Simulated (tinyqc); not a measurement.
# Concentration-dependent dopant diffusion with charged defects and the built-in field, step by step

A worked calculation. Computed by tinyqc, a small Python program that keeps every step. Command: `OMP_NUM_THREADS=1 python tinyqc.py 3022589 3022590 out.jsonl extrinsic walk`. One thread of a shared host (Intel(R) Xeon(R) Processor @ 2.30GHz), about 0.1 s of CPU time with the checks. Intermediate numbers are printed to about 7 digits and carried at full precision; extremes and crossings named in words are read from the listed rows.

A constant source C_s feeds a half space. The dopant moves through neutral point defects and through charged ones, whose number grows with the majority carrier density n.

Inputs (values chosen for the exercise, modelled on phosphorus in silicon):
```
quantity                        value    unit
neutral prefactor D0x            4.03  cm^2/s
neutral activation energy E0     3.68      eV
singly charged prefactor D01     4.11  cm^2/s
activation energy E1                4      eV
doubly charged prefactor D02     42.2  cm^2/s
activation energy E2             4.39      eV
surface concentration C_s     2.5e+19  1/cm^3
junction level C_B            6.7e+16  1/cm^3
temperature T                    1075       C
time t                             65       s
```

Field enhancement: on.

Constants: k_B = 8.617333262e-05 eV/K.

## Intrinsic density and partial diffusivities

n_i = 3.87e16 T^1.5 exp(-7014/T) per cm^3 (T in kelvin, an empirical form); each D = prefactor x exp(-E/(k_B T)); the intrinsic diffusivity D_i is their sum. Temperatures in kelvin are T(C) + 273.15.

n_i = 1.053952e+19 1/cm^3

partial diffusivities (cm^2/s): Dx 7.053277e-14, D1 4.577985e-15, D2 1.637612e-15

intrinsic diffusivity D_i = 7.674837e-14 cm^2/s

## Diffusivity at the surface

n = C/2 + sqrt(C^2/4 + n_i^2); D(C) = h [Dx + D1 (n/n_i) + D2 (n/n_i)^2], h = 1 + C/sqrt(C^2 + 4 n_i^2).

n/n_i = 2.737342

field factor h = 1.764513

surface diffusivity D_s = 1.682198e-13 cm^2/s

enhancement D_s/D_i = 2.191836

C_s is 2.37 times n_i: diffusion is extrinsic near the surface.

## Similarity solution

With y = x/sqrt(D_s t), u = C/C_s and q = -(D/D_s) du/dy: du/dy = -q D_s/D, dq/dy = -(y/2) q D_s/D, u(0) = 1. The surface flux q(0) is shot so that u tends to 0 (LSODA, an adaptive multistep solver, relative tolerance 1e-10). Dose Q = 2 q(0) C_s sqrt(D_s t). The junction lies where C = C_B.

surface flux q(0) = 0.5086477

dose Q = 8.409736e+13 1/cm^2

junction in units of sqrt(D_s t) = 3.147023

junction depth x_j = 104.0627 nm

For a constant D, q(0) = 1/sqrt(pi) = 0.5642; for D proportional to C it tends to 0.444, with the front at y = 1.616.

## Where the concentration falls to given levels

For comparison, erfc profiles with a constant D: x = 2 sqrt(D t) erfc^-1(C/C_s), with D = D_i and D = D_s.

Depth (nm):
```
C/C_s         D/D_s      full  erfc with D_i  erfc with D_s
8.00e-01  0.9038339   12.5348         8.0024        11.8475
5.00e-01  0.7506113   30.9253        21.3050        31.5417
2.00e-01  0.5776025   52.9478        40.4802        59.9303
1.00e-01  0.5166987   64.3878        51.9557        76.9197
3.00e-02  0.4742253   79.9005        68.5463       101.4818
1.00e-02  0.4622142   91.6512        81.3623       120.4557
1.00e-03  0.4568351  112.5330       103.9374       153.8777
1.00e-04  0.4562982  130.3752       122.8915       181.9391
```

The depth between C/C_s = 0.1 and 1e-4 spans 66.0 nm in the full profile, against 70.9 nm for D_i and 105 nm for D_s; the ratio of the depths at 1e-4 and at 0.5 is 4.22, against 5.77 for any erfc. The profile is moderately steepened.

Checks made by the program: dose from the flux against the area under the profile (relative difference 2e-07).
